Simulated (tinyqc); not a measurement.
# Inductance and parasitic capacitance from two readings

Inverse problem. A loss-free coil L in parallel with C shows the apparent inductance L/(1 - w^2 L C), w = 2 pi f. Find L, C and the self-resonance 1/(2 pi sqrt(L C)).

apparent inductance at 9.2 and 17 GHz (nH): 1.3064920  2.3895284

Answer. The inverse of the reading is 1/L - w^2 C, a straight line in w^2.

L = 1.10 nH
C = 43.0 fF
self-resonance = 23.1 GHz

Numbers from tinyqc (`OMP_NUM_THREADS=1 python tinyqc.py 2302243 2302244 out.jsonl`; about 0.01 s on one thread of a shared Intel Xeon 2.30GHz).
